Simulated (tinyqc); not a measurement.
Tight binding, honeycomb lattice, step by step. One step of it, computed by the program tinyqc.

Problem. Levels at k. Diagonalise the Hermitian matrix.

H(k) at k (eV):
```
                     A                    B
A             2.420000  -3.187827-0.233275i
B  -3.187827+0.233275i            -2.420000
```

Give: eigenvalues; weights |c|^2 of the basis functions.

Solution.

eigenvalues (eV): -4.0091  4.0091

weights |c|^2 of the basis functions:
```
   band 1  band 2
A  0.1982  0.8018
B  0.8018  0.1982
```
